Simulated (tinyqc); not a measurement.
Ferroelectric switching, Landau-Khalatnikov equation: two steps of the calculation.

One domain: rho dP/dt = E - (2 al P + 4 be P^3), with al = -3 sqrt(3) Ec/(4 Pr), be = 3 sqrt(3) Ec/(8 Pr^3), so that the static loop has remanence Pr and coercive field Ec. With P in uC/cm^2, E in kV/cm, rho in ohm m and t in ns, dP/dt = [E - 2 al P - 4 be P^3]/(100 rho).

Inputs (values chosen for the exercise); remanent polarisation and coercive field close to those of strontium bismuth tantalate films:

| symbol | value | unit | meaning |
|---|---|---|---|
| Pr | 10 | uC/cm^2 | remanent polarisation |
| Ec | 42 | kV/cm | static coercive field |
| rho | 7.8 | ohm m | viscosity of the polarisation |
| Em | 120 | kV/cm | field amplitude |
| dt | 13 | ns | time step |

Task 1. Landau coefficients and time scales. al = -3 sqrt(3) Ec/(4 Pr), be = 3 sqrt(3) Ec/(8 Pr^3). Relaxation time at remanence tau = 100 rho/(-4 al); final state: the largest root Pf of 2 al P + 4 be P^3 = Em; relaxation time there 100 rho/(2 al + 12 be Pf^2).

Find: al; be; tau; Pf; relaxation time at Pf.

Result 1.

al = -5.456 kV cm/uC
be = 0.02728 kV cm^5/uC^3
tau = 35.74 ns
Pf = 13.48 uC/cm^2
relaxation time at Pf = 16.07 ns

Task 2. One time step. The constant field E = Em acts from t = 0. Explicit Euler: P(new) = P + dt dP/dt(P).

P after step 2 = -6.5237722 uC/cm^2
al = -5.4559600 kV cm/uC
be = 0.027279800 kV cm^5/uC^3

Find: dP/dt; P after step 3.

Result 2.

dP/dt = 0.10142 uC/(cm^2 ns)
P after step 3 = -5.2053 uC/cm^2

Program tinyqc, `OMP_NUM_THREADS=1 python tinyqc.py 2860110 2860111 out.jsonl`; Intel Xeon 2.30GHz, shared host, one thread, about 0.1 s.
